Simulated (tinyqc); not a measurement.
Conductivities from two wire lengths.

Inverse problem. A wire with uniform heating p0 per length and ends at the substrate temperature has theta(L/2) = (p0/g)[1 - 1/cosh(L/(2 LH))], LH = sqrt(kap A/g). Find LH, g and kap.

Parameters, values chosen for the exercise: cross-section A = 910 nm^2; heating per length p0 = 0.21 uW/nm.

theta at the middle for L = 460 and 920 nm (K): 66.421242  139.36203

Answer. With c = cosh(L1/(2 LH)) the longer wire has 2 c^2 - 1. The ratio of the two rises falls steadily from 4 to 1 as c grows, so it fixes c; g and kap follow.

LH = 232 nm
g = 1.10 W/(m K)
kap = 65.0 W/(m K)

Computed by the program tinyqc: `OMP_NUM_THREADS=1 python tinyqc.py 2520122 2520123 out.jsonl`, one thread of a shared Intel Xeon 2.30GHz, about 0.01 s for the whole run.
